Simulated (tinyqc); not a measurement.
Equilibrium and kinetic segregation of a solute to boundaries and growing surfaces: one step, computed by the program tinyqc. Command: `OMP_NUM_THREADS=1 python tinyqc.py 3030374 3030375 out.jsonl segreg walk`. One thread of a shared host (Intel(R) Xeon(R) Processor @ 2.30GHz), about 0.01 s of CPU time with the checks.

Question. Depletion of small grains. With theta the solute fraction on boundary sites and x that in the grains, theta/(1 - theta) = [x/(1 - x)] exp[(Q + z w theta)/(k_B T)]. Finite grains: boundary sites are the fraction f = 3 delta/d, and x0 = (1 - f) x + f theta; solve both equations for theta; share at boundaries = f theta/x0.

Inputs (values chosen for the exercise, for a model alloy):

| quantity | value | unit |
|---|---|---|
| segregation energy Q | 0.632 | eV |
| interaction z w (positive attracts) | -0.37 | eV |
| total solute fraction x0 | 0.0067 | - |
| temperature T | 825 | K |
| grain size d | 210 | nm |
| boundary thickness delta | 0.69 | nm |

Isotherm: Fowler-Guggenheim.

Constants: k_B = 8.617333262e-05 eV/K.

Give: site fraction f; coverage theta; fraction x left in the grains; share of solute at boundaries; enrichment theta/x.

Answer.

site fraction f = 0.0098571

coverage theta = 0.49751

fraction x left in the grains = 0.0018139

share of solute at boundaries = 73.194 %

enrichment theta/x = 274.28
